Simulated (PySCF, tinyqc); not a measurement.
Ways to converge the cycle: SCF convergence aids in the sto-3g basis, for H3+, spin multiplicity 1. Computed by the program tinyqc with PySCF. RHF with one setting changed at a time; a run stops when the energy changes by less than 1e-09 hartree and the error matrix is below 1e-5. The start is random orbitals. Damping d keeps d of the old density; a shift (hartree) raises the virtual levels; DIIS n extrapolates F over n matrices.

Geometry (angstrom):
```
atom       x       y        z
H     0.0000  0.0000   0.0000
H     0.0000  0.0000   1.1520
H     0.0000  0.5610  -1.0340
```

lowest restricted solution found by these runs and by PySCF = -1.149450 hartree

Largest element of the error matrix X^T (FDS - SDF) X:
```
iteration    plain  damping 0.3  damping 0.6  shift 0.4   DIIS 3   DIIS 8
1          6.2e-01      6.2e-01      6.2e-01    6.2e-01  6.2e-01  6.2e-01
2          1.9e-01      1.4e-01      3.3e-01    2.8e-01  1.9e-01  1.9e-01
3          4.4e-03      3.7e-02      1.9e-01    1.1e-01  1.6e-02  1.6e-02
4          4.2e-04      1.5e-02      1.1e-01    5.2e-02  1.5e-03  1.5e-03
5          4.6e-05      5.8e-03      6.0e-02    2.4e-02  4.5e-05  3.1e-05
6          5.2e-06      2.2e-03      3.3e-02    1.0e-02  5.6e-07  1.5e-05
8                -      3.0e-04      9.6e-03    2.0e-03        -  7.5e-06
10               -      3.7e-05      3.3e-03    3.8e-04        -        -
14               -      5.1e-07      7.0e-04    1.4e-05        -        -
20               -            -      5.8e-05          -        -        -
30               -            -      6.4e-07          -        -        -
```

How each run ends:
```
run          iterations  E (hartree)         state
plain                 7     -1.14945  lowest found
damping 0.3          19     -1.14945  lowest found
damping 0.6          41     -1.14945  lowest found
shift 0.4            15     -1.14945  lowest found
DIIS 3                7     -1.14945  lowest found
DIIS 8                8     -1.14945  lowest found
```

What does the comparison show, and why?

6 of 6 runs reach the lowest restricted solution found, in 7 to 41 iterations (fastest: plain, DIIS 3). Plain steps already contract here, so damping only slows them. DIIS minimises the error, not the energy, so it can stall or settle near a saddle, and its small system turns near-singular when few rotations are active. The restricted reference is unstable here: a spin-polarised solution lies 0.0042 hartree lower (PySCF), so results built on it describe a poor reference.
